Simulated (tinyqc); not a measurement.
# MOSFET in the linear regime without short-channel effects, parameter extraction from computed curves: extraction methods against the second mobility attenuation factor

Inversion charge Q = Cox n Vt W0(exp((Vg - VT)/(n Vt))), W0 the Lambert function and n = nf; u = Q/Cox; mobility mu = mu0/(1 + th1 u + th2 u^2); channel resistance Rch = (L - dL)/(W mu Q); Id = Vd/(Rch + Rsd/W). Cox = eps0 eox/tox. Small Vd, no channel-length or drain effects.

From the continuous curve Id(Vg): tangent at peak gm (V_ext = Vg - Id/gm); constant current Id = 0.1 uA W/L; peak of d2Id/dVg2; Y = Id/sqrt(gm) drawn through Vg = VT + 0.6 and VT + 0.8 V, with intercept VT_Y and slope s. Mobilities gm,max L/(W Cox Vd) and s^2 L/(W Cox Vd) with the drawn L. Last column: share of Rsd/W in the total resistance at VT + 0.8 V.

Values chosen for this exercise; channel values of the order met in silicon transistors:
```
symbol,value,unit,meaning
T,200,K,temperature
eox,25.3,,relative permittivity of the gate insulator (close to zirconium oxide)
tox,9.6,nm,insulator thickness
mu0,470,cm^2/(V s),low-field mobility
th1,0.39,1/V,first mobility attenuation factor
VT,0.27,V,threshold voltage
nf,1.14,,body factor
W,1,um,gate width
L,0.72,um,drawn gate length
dL,0.003,um,drawn less effective length
Rsd,87,ohm um,source plus drain resistance
Vd,0.025,V,drain voltage
```

Constants: q = 1.602176634e-19 C, kB = 1.380649e-23 J/K, Vt = kB T/q, eps0 = 8.8541878128e-14 F/cm where lengths are in cm. Results are converted to the units shown.

Extraction methods against the second mobility attenuation factor:
```
th2 (1/V^2),V_ext (V),constant current (V),second derivative (V),VT_Y (V),mobility from gm (cm^2/(V s)),mobility from Y (cm^2/(V s)),series share (%)
0,0.277,0.241,0.265,0.308,359,444,7.02
0.06,0.277,0.241,0.265,0.324,358,478,6.86
0.12,0.277,0.241,0.265,0.340,357,516,6.71
0.18,0.276,0.241,0.265,0.355,356,558,6.57
0.24,0.276,0.241,0.265,0.371,356,605,6.43
0.3,0.276,0.241,0.265,0.387,355,657,6.30
0.36,0.276,0.241,0.265,0.403,354,715,6.17
```

What does the table show?

The model has VT = 0.27 V and mu0 = 470 cm^2/(V s). Over the table the extracted thresholds move by 1.7 mV (tangent), under 0.5 mV (constant current), under 0.5 mV (second derivative), 95 mV (Y function). The mobility from gm falls from 359 to 354 and that from Y rises from 444 to 715 cm^2/(V s).

Computed by the program tinyqc: `OMP_NUM_THREADS=1 python tinyqc.py 2210083 2210084 out.jsonl`, one thread of a shared Intel Xeon 2.30GHz, about 0.01 s for the whole run.
